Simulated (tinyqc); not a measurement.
Lorentz oscillators and the Kramers-Kronig relations: one step. Optical constants. Two cases, with inputs chosen for the exercise.

Problem. Convert eps at the photon energy E into the optical constants.

n + i k = sqrt(eps1 + i eps2) with k >= 0; R = ((n - 1)^2 + k^2)/((n + 1)^2 + k^2) at normal incidence from vacuum; alpha = 2 E k/(hbar c), times 1e8 for 1/cm; loss function Im(-1/eps) = eps2/(eps1^2 + eps2^2).

Constants: hbar c = 1973.269805 eV angstrom.

Case 1.

Values chosen (out of a larger set: line positions loosely like those of GaAs; Lorentz tails absorb below the gap, where the real solid is clear; not measured data): E = 7.85 eV (photon energy).

eps(E) = -2.962251+1.180153i

Case 2.

Values chosen: E = 5.91 eV (photon energy).
eps(E) = -5.306446+1.955397i

Give: n; k; R; alpha; loss function; vacuum wavelength hc/E (hc = 1239.841984 eV nm).

Solution.

Case 1.

n = 0.3365
k = 1.7537
R = 0.7232
alpha = 1.40e+06 1/cm
loss function = 0.1161
vacuum wavelength hc/E (hc = 1239.841984 eV nm) = 157.9 nm

The intensity falls to 1/e within 7.17 nm. eps1 is negative, so k exceeds n, as in a metal below its plasma energy; R is 0.72.

Case 2.

n = 0.4176
k = 2.3411
R = 0.7770
alpha = 1.40e+06 1/cm
loss function = 0.0611
vacuum wavelength hc/E (hc = 1239.841984 eV nm) = 209.8 nm

The intensity falls to 1/e within 7.13 nm. eps1 is negative, so k exceeds n, as in a metal below its plasma energy; R is 0.78.

Computed by tinyqc, one run a case: `OMP_NUM_THREADS=1 python tinyqc.py N N+1 out.jsonl` with N = 1682512, 1682798; one thread of a shared Intel(R) Xeon(R) Processor @ 2.30GHz, about 0.2 s a run at most.
